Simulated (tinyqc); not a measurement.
Tunnelling through a gate dielectric, WKB transmission and Tsu-Esaki current: two steps of the calculation.

Electrons leave the emitter at x = 0. Energies E (motion across the layers) are in eV from the emitter Fermi level; the collector Fermi level lies at -V and offers states at every E. No charge in the dielectric and no image force: F1 = V/t1, U = phi1 - F1 x. With C = hbar^2/(2 m0), kappa = sqrt(m (U - E)/C) where U > E and 0 elsewhere; T(E) = exp(-S), S = 2 times the integral of kappa over x.

Values chosen for this exercise; dielectric values close to those of silicon dioxide:
- phi1 = 3.24 eV (barrier of layer 1 above the emitter Fermi level at zero bias)
- m1 = 0.48 m0 (tunnelling mass of layer 1)
- t1 = 6 nm (thickness of layer 1)
- V = 4 V (voltage across the dielectric)
- E = -0.07 eV (energy of the electron followed)
- nc = 5 (cells in each layer)

Constants: q = 1.602176634e-19 C, hbar = 1.054571817e-34 J s, m0 = 9.1093837015e-31 kg, hbar^2/(2 m0) = 0.0380998212 eV nm^2. Results are converted to the units shown.

Question 1. WKB exponent by the midpoint rule. Cut each layer into nc equal cells, take U and kappa at the cell centres, and sum S = 2 sum kappa h.

Wanted: x; U; kappa; S; T(E).

Answer 1.

```
cell  x (nm)  U (eV)  kappa (1/nm)
0      0.600   2.840         6.055
1      1.800   2.040         5.156
2      3.000   1.240         4.063
3      4.200   0.440         2.535
4      5.400  -0.360         0.000
```

S = 42.74
T(E) = 2.745e-19

Question 2. WKB exponent in closed form. Each layer adds (2/F) sqrt(m/C) [G(u at its left edge) - G(u at its right edge)] to S, with u = U - E (0 where negative) and G(u) = (2/3) u^1.5. The slope follows from 1/d = -dS/dE.

Wanted: S; T(E); energy d over which T(E) grows by a factor e.

Answer 2.

S = 42.75
T(E) = 2.717e-19
energy d over which T(E) grows by a factor e = 0.05162 eV

The midpoint rule gives S = 42.739, so its T(E) is 1.0 % above this value. The band edge of layer 1 drops below E inside the layer: the barrier there is triangular (the Fowler-Nordheim case).

tinyqc, about 0.03 s, one thread, Intel Xeon 2.30GHz (shared host): `OMP_NUM_THREADS=1 python tinyqc.py 2540019 2540020 out.jsonl`
